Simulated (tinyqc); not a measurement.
From results back to parameters: bond-orbital model of a tetrahedral semiconductor (Harrison's universal couplings). Two cases, with inputs chosen for the exercise.

Problem. In the bond-orbital model the bond-antibond splitting is 2 sqrt(V2^2 + V3^2), Z* = 4 ap - (Z - 4) with ap = V3/sqrt(V2^2 + V3^2), and V2 = 3.22 x 2c/d^2, c = hbar^2/2m0. The values below come from a hidden bond length and V3.

Constants: hbar^2/2m0 = 3.80998211 eV angstrom^2.

Find: V2, V3; d.

Method. ap = (Z* + Z - 4)/4; V3 = ap times half the splitting, V2 = sqrt(1 - ap^2) times it, and d = sqrt(6.44 c/V2).

Case 1.

Values chosen (out of a larger set: near tabulated values for InSb; the model gives trends, and its gaps can be far from the real ones; not measured data): Z = 5 (valence electrons of the anion).

splitting = 7.25710 eV
Z* = 1.02422 e

Solution.

V2, V3 (eV): 3.130  1.836

d = 2.800 angstrom

Case 2.

Values chosen (out of a larger set: near tabulated values for BN; the model gives trends, and its gaps can be far from the real ones; not measured data): Z = 5 (valence electrons of the anion).

splitting = 21.43003 eV
Z* = 0.35417 e

Solution.

V2, V3 (eV): 10.082  3.627

d = 1.560 angstrom

Computed by tinyqc, one run a case: `OMP_NUM_THREADS=1 python tinyqc.py N N+1 out.jsonl` with N = 1452092, 1452180; one thread of a shared Intel(R) Xeon(R) Processor @ 2.30GHz, about 0.01 s a run at most.
